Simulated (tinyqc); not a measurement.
Inside a calculation. Method: CIS on RHF in the sto-6g basis, for H4, spin multiplicity 1. Computed by tinyqc, a small Python program that keeps every step (integrals from PySCF). Settings: charge = 0, multiplicity = 1, basis = sto-6g, method = RHF, energy threshold = 1e-10, iteration cap = 52, orthogonalisation = canonical, start = Wolfsberg-Helmholz matrix, DIIS depth = 6. Command: `OMP_NUM_THREADS=1 python tinyqc.py 20734 20735 out.jsonl` (the two numbers bound the seeds that draw the settings). One thread of a shared host (Intel(R) Xeon(R) Processor @ 2.60GHz), about 0.1 s of CPU time with the checks. The early iterations of the SCF are left out here.

## One-electron integrals

Geometry (angstrom):
```
atom       x       y       z
H     0.0000  0.0000  0.0000
H     0.0000  0.0000  0.9260
H     0.0000  0.0000  2.6050
H     0.0000  0.0000  3.5320
```

Basis sto-6g: exponents (1/bohr^2) and contraction coefficients of normalised primitives:
```
element  l (shell)  exponent  coefficient
H            s (1)   35.5232       0.0092
H            s (1)    6.5131       0.0494
H            s (1)    1.8221       0.1685
H            s (1)    0.6260       0.3706
H            s (1)    0.2431       0.4165
H            s (1)    0.1001       0.1303
```

Overlap, kinetic and nuclear-attraction integrals over the contracted functions; the nuclear repulsion is the sum of Za Zb / Rab.

nuclear repulsion = 2.013513 hartree

overlap S, lower triangle:
```
        1H 1s   2H 1s   3H 1s   4H 1s
1H 1s  1.0000
2H 1s  0.5412  1.0000
3H 1s  0.0436  0.1974  1.0000
4H 1s  0.0081  0.0435  0.5406  1.0000
```

kinetic energy T (hartree), lower triangle:
```
         1H 1s    2H 1s   3H 1s   4H 1s
1H 1s   0.7685
2H 1s   0.1406   0.7685
3H 1s  -0.0091  -0.0033  0.7685
4H 1s  -0.0027  -0.0091  0.1401  0.7685
```

nuclear attraction V (hartree), lower triangle:
```
         1H 1s    2H 1s    3H 1s    4H 1s
1H 1s  -2.1404
2H 1s  -1.1264  -2.3050
3H 1s  -0.0772  -0.3628  -2.3046
4H 1s  -0.0138  -0.0770  -1.1246  -2.1398
```

core Hamiltonian H = T + V (hartree), lower triangle:
```
         1H 1s    2H 1s    3H 1s    4H 1s
1H 1s  -1.3718
2H 1s  -0.9858  -1.5365
3H 1s  -0.0863  -0.3662  -1.5361
4H 1s  -0.0165  -0.0861  -0.9845  -1.3713
```

## Two-electron integrals

Functions are numbered as in S; the eight-fold symmetry (ij|kl) = (ji|kl) = (kl|ij) leaves the list below.

Two-electron integrals (ij|kl) in chemists' order, unique and non-zero (hartree):
```
(11|11) 0.7750     (21|11) 0.3449     (21|21) 0.1910     (22|11) 0.5028
(22|21) 0.3449     (22|22) 0.7750     (31|11) 0.0174     (31|21) 0.0108
(31|22) 0.0228     (31|31) 0.0009     (32|11) 0.0605     (32|21) 0.0421
(32|22) 0.1004     (32|31) 0.0041     (32|32) 0.0212     (33|11) 0.2031
(33|21) 0.1345     (33|22) 0.3118     (33|31) 0.0174     (33|32) 0.1004
(33|33) 0.7750     (41|11) 0.0026     (41|21) 0.0017     (41|22) 0.0035
(41|31) 1.44e-04   (41|32) 0.0007     (41|33) 0.0035     (41|41) 2.56e-05
(42|11) 0.0110     (42|21) 0.0074     (42|22) 0.0174     (42|31) 0.0008
(42|32) 0.0041     (42|33) 0.0228     (42|41) 1.44e-04   (42|42) 0.0009
(43|11) 0.0936     (43|21) 0.0601     (43|22) 0.1343     (43|31) 0.0075
(43|32) 0.0421     (43|33) 0.3444     (43|41) 0.0017     (43|42) 0.0108
(43|43) 0.1905     (44|11) 0.1498     (44|21) 0.0937     (44|22) 0.2030
(44|31) 0.0110     (44|32) 0.0605     (44|33) 0.5024     (44|41) 0.0026
(44|42) 0.0174     (44|43) 0.3444     (44|44) 0.7750
```

## Orthogonalisation

S = U s U^T; canonical form X = U s^(-1/2), so that X^T S X = 1. Each column of U has its largest component positive (the first on a tie).

eigenvalues of S: 0.3910  0.5107  1.4035  1.6949

X:
```
             1        2        3       4
1H 1s  -0.7231   0.7520  -0.4594  0.3525
2H 1s   0.8730  -0.6394  -0.3801  0.4140
3H 1s  -0.8693  -0.6432   0.3810  0.4133
4H 1s   0.7189   0.7551   0.4603  0.3516
```

## Iteration 5 (converged): orbitals

converged F (hartree), lower triangle:
```
         1H 1s    2H 1s    3H 1s    4H 1s
1H 1s  -0.2811
2H 1s  -0.5123  -0.2956
3H 1s  -0.0565  -0.1514  -0.2952
4H 1s  -0.0035  -0.0564  -0.5119  -0.2807
```

Diagonalise F' = X^T F X, C = X C', fill 2 alpha and 2 beta electrons from the bottom; D = 2 C_occ C_occ^T. Each column has its largest component positive (the first on a tie).

F' = X^T F X (hartree), lower triangle:
```
        1        2        3        4
1  0.6379
2  0.0002   0.4085
3  0.0265   0.0001  -0.4779
4  0.0000  -0.0116   0.0001  -0.5545
```

orbital energies (hartree): MO1 -0.5547, MO2 -0.4785, MO3 0.4086, MO4 0.6385

coefficients C:
```
          MO1      MO2      MO3      MO4
1H 1s  0.3620  -0.4417   0.7483  -0.7332
2H 1s  0.4068  -0.4002  -0.6450   0.8632
3H 1s  0.4050   0.4021  -0.6474  -0.8606
4H 1s  0.3601   0.4434   0.7502   0.7302
```

D after iteration 5, lower triangle:
```
         1H 1s    2H 1s   3H 1s   4H 1s
1H 1s   0.6523
2H 1s   0.6480   0.6512
3H 1s  -0.0620   0.0077  0.6515
4H 1s  -0.1310  -0.0619  0.6483  0.6526
```

## Convergence

Stop when the energy changes by less than 1e-10 hartree and every element of the error matrix X^T (F D S - S D F) X is below 3e-06.

Course of the cycle:
```
iteration  E (hartree)     change  largest element of the error matrix
1            -2.169722          -                             1.40e-01
2            -2.182105  -1.24e-02                             1.19e-02
3            -2.182237  -1.32e-04                             2.29e-03
4            -2.182243  -6.48e-06                             1.91e-06
5            -2.182243  -4.38e-12                             3.43e-07
```

PySCF RHF in the same basis = -2.182243 hartree

Converged in 5 iterations.

## Integrals over molecular orbitals

(pq|rs) = sum C_ip C_jq C_kr C_ls (ij|kl), one index at a time.

one-electron integrals over orbitals h = C^T H C (hartree), lower triangle:
```
         1        2        3        4
1  -1.6168
2   0.0001  -1.5458
3   0.0954   0.0004  -1.0724
4  -0.0004   0.0896   0.0001  -0.9219
```

Two-electron integrals over orbitals (pq|rs), unique and non-zero (hartree):
```
(11|11) 0.4263      (21|11) -0.0010     (21|21) 0.2120      (22|11) 0.4239
(22|21) 0.0009      (22|22) 0.4314      (31|11) -0.0335     (31|21) -2.02e-04
(31|22) -0.0043     (31|31) 0.1040      (32|11) -4.05e-04   (32|21) 0.0532
(32|22) 1.96e-04    (32|31) 3.41e-04    (32|32) 0.0967      (33|11) 0.4195
(33|21) 0.0006      (33|22) 0.4214      (33|31) -0.0103     (33|32) 1.25e-04
(33|33) 0.4369      (41|11) 2.08e-04    (41|21) -0.0121     (41|22) -7.72e-06
(41|31) -4.36e-04   (41|32) 0.0831      (41|33) 1.97e-05    (41|41) 0.0898
(42|11) -0.0427     (42|21) -1.69e-04   (42|22) -0.0163     (42|31) 0.1034
(42|32) 4.61e-04    (42|33) -0.0139     (42|41) -3.34e-04   (42|42) 0.1076
(43|11) -0.0009     (43|21) 0.2058      (43|22) 0.0009      (43|31) -1.79e-04
(43|32) 0.0550      (43|33) 0.0007      (43|41) -0.0098     (43|42) -1.61e-04
(43|43) 0.2186      (44|11) 0.4406      (44|21) -0.0007     (44|22) 0.4383
(44|31) -0.0373     (44|32) -3.60e-04   (44|33) 0.4493      (44|41) 1.96e-04
(44|42) -0.0463     (44|43) -0.0007     (44|44) 0.4766
```

## CIS matrix, singlets

A(ia,jb) = (e_a - e_i) d_ij d_ab + 2 (ia|jb) - (ij|ab).

CIS matrix A, singlet (hartree), lower triangle:
```
        1>3      1>4     2>3     2>4
1>3  0.7519
1>4  0.0001   0.9323
2>3  0.0000  -0.0396  0.6592
2>4  0.0010   0.0000  0.0000  0.8938
```

## CIS singlet states

dipole integrals <i|r|a> (bohr):
```
          x       y        z
1>3  0.0000  0.0000  -0.0017
1>4  0.0000  0.0000   0.6619
2>3  0.0000  0.0000   1.3848
2>4  0.0000  0.0000  -0.0005
```

Diagonalise A (1 hartree = 27.211386 eV); each vector has its largest component positive (the first on a tie). The transition dipole is mu = sqrt2 sum c_ia <i|r|a>.

singlet excitation energies (eV): 17.7857  20.4588  24.3230  25.5208

lowest vectors:
```
     state 1  state 2  state 3  state 4
1>3  -0.0006   1.0000   0.0069   0.0004
1>4   0.1406  -0.0003  -0.0011   0.9901
2>3   0.9901   0.0006   0.0002  -0.1406
2>4   0.0000  -0.0069   1.0000   0.0011
```

oscillator strengths 2/3 w |mu|^2: 1.8682  0.0000  0.0000  0.2653

## CIS matrix, triplets

A(ia,jb) = (e_a - e_i) d_ij d_ab - (ij|ab).

CIS matrix A, triplet (hartree), lower triangle:
```
         1>3      1>4      2>3     2>4
1>3   0.5438
1>4   0.0009   0.7526
2>3  -0.0006  -0.2058   0.4658
2>4  -0.2058   0.0007  -0.0009  0.6787
```

## CIS triplet states

Diagonalise A (1 hartree = 27.211386 eV); each vector has its largest component positive (the first on a tie).

triplet excitation energies (eV): 9.7519  10.7415  22.5258  23.4022

lowest vectors:
```
     state 1  state 2  state 3  state 4
1>3   0.0083   0.8097  -0.5867  -0.0009
1>4   0.4626  -0.0079  -0.0058   0.8865
2>3   0.8865  -0.0080   0.0022  -0.4627
2>4   0.0069   0.5867   0.8098   0.0069
```
